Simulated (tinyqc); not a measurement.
ROHF in the sto-3g basis, for H3, spin multiplicity 2, step by step. One step of it, computed by the program tinyqc.

Task: Iteration 8 (converged): orbitals. Diagonalise F' = X^T F X, C = X C', fill 2 alpha and 1 beta electrons from the bottom; D(s) = C_occ C_occ^T. Each column has its largest component positive (the first on a tie).

converged F (hartree):
```
           1H 1s      2H 1s      3H 1s
1H 1s  -0.203716  -0.227778  -0.372579
2H 1s  -0.227778  -0.083128  -0.227783
3H 1s  -0.372579  -0.227783  -0.203718
```

X:
```
           1H 1s      2H 1s      3H 1s
1H 1s   1.063598  -0.138382  -0.138545
2H 1s  -0.138382   1.063539  -0.138391
3H 1s  -0.138545  -0.138391   1.063602
```

Give: F' = X^T F X; orbital energies; coefficients C; D(alpha) after iteration 8; D(beta) after iteration 8.

Result:

F' = X^T F X (hartree):
```
         1        2        3
1  -0.0678  -0.1468  -0.3119
2  -0.1468   0.0180  -0.1468
3  -0.3119  -0.1468  -0.0678
```

orbital energies (hartree): MO1 -0.4683, MO2 0.1066, MO3 0.2440

coefficients C:
```
          MO1      MO2      MO3
1H 1s  0.5472  -0.3841  -0.8500
2H 1s  0.2376   1.0550  -0.0001
3H 1s  0.5472  -0.3841   0.8501
```

D(alpha) after iteration 8:
```
         1H 1s    2H 1s    3H 1s
1H 1s   0.4470  -0.2752   0.4470
2H 1s  -0.2752   1.1694  -0.2752
3H 1s   0.4470  -0.2752   0.4470
```

D(beta) after iteration 8:
```
        1H 1s   2H 1s   3H 1s
1H 1s  0.2995  0.1300  0.2995
2H 1s  0.1300  0.0564  0.1300
3H 1s  0.2995  0.1300  0.2995
```
